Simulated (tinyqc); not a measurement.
Threshold-voltage variability of a planar MOSFET, analytic estimates: effect of the correlation length of the roughness.

Three independent sources add in quadrature: random dopants in the depleted layer, metal-gate grains of two orientations, and roughness of the two gate edges acting through the roll-off VT = VT(long) - Vr exp(-L/l). These are first-order estimates: no three-dimensional electrostatics, no percolation.

ni = sqrt(Nc Nv) exp(-Eg/(2 Vt)), Eg in volts; Cox = 3.9 eps0/ti; Wd = sqrt(4 eps0 eps_r Vt ln(Na/ni)/(q Na)); dopants: s1 = (q/Cox) sqrt(Na Wd/(3 L W)). Grains: Ng = L W/G^2 (at least 1), s2 = dW sqrt(p (1 - p)/Ng). Edges, with exponential correlation and u = W/La: the mean gate length has sL^2 = 2 De^2 (2/u)[1 - (1 - exp(-u))/u]; s3 = sL (Vr/l) exp(-L/l). s = sqrt(s1^2 + s2^2 + s3^2). l and Vr are held fixed.

Parameters, values chosen for the exercise; material values close to those of silicon: temperature T = 400 K; band gap Eg = 1.14 eV; relative permittivity of the semiconductor eps_r = 11.9; conduction-band density of states at T Nc = 4.28e19 cm^-3; valence-band density of states at T Nv = 4e19 cm^-3; channel doping Na = 2.4e18 cm^-3; oxide-equivalent thickness in inversion ti = 2.1 nm; gate length L = 25 nm; gate width W = 120 nm; metal grain size G = 5 nm; work-function difference of the two grain orientations dW = 0.3 eV; share of the orientation of higher work function p = 0.3; rms roughness of one gate edge De = 1.1 nm; decay length of the threshold roll-off l = 5.2 nm; prefactor of the roll-off Vr = 2.3 V.

Constants: q = 1.602176634e-19 C, kB = 1.380649e-23 J/K, Vt = kB T/q, eps0 = 8.8541878128e-14 F/cm where lengths are in cm. Results are converted to the units shown.

The same in every row: s1 (mV) = 23.99; s2 (mV) = 12.55.

Results:

| La (nm) | s3 (mV) | s (mV) | s sqrt(L W) (mV um) |
|---|---|---|---|
| 2 | 1.017 | 27.10 | 1.484 |
| 5 | 1.588 | 27.12 | 1.486 |
| 20 | 2.962 | 27.24 | 1.492 |
| 40 | 3.793 | 27.34 | 1.498 |
| 80 | 4.505 | 27.45 | 1.504 |
| 160 | 4.997 | 27.54 | 1.508 |

Estimate the missing row, La = 10 nm.

Computed row:

| La (nm) | s3 (mV) | s (mV) | s sqrt(L W) (mV um) |
|---|---|---|---|
| 10 | 2.196 | 27.17 | 1.488 |

With this row back in the table: As La goes from 2 to 160 nm, s rises from 27.1 to 27.5 mV. The dopants are the largest source in the first and the last row. The edge term s3 rises from 1.02 to 5.00 mV: a longer correlation averages out less along the width.

Program tinyqc, `OMP_NUM_THREADS=1 python tinyqc.py 2090129 2090130 out.jsonl`; Intel Xeon 2.30GHz, shared host, one thread, about 0.01 s.
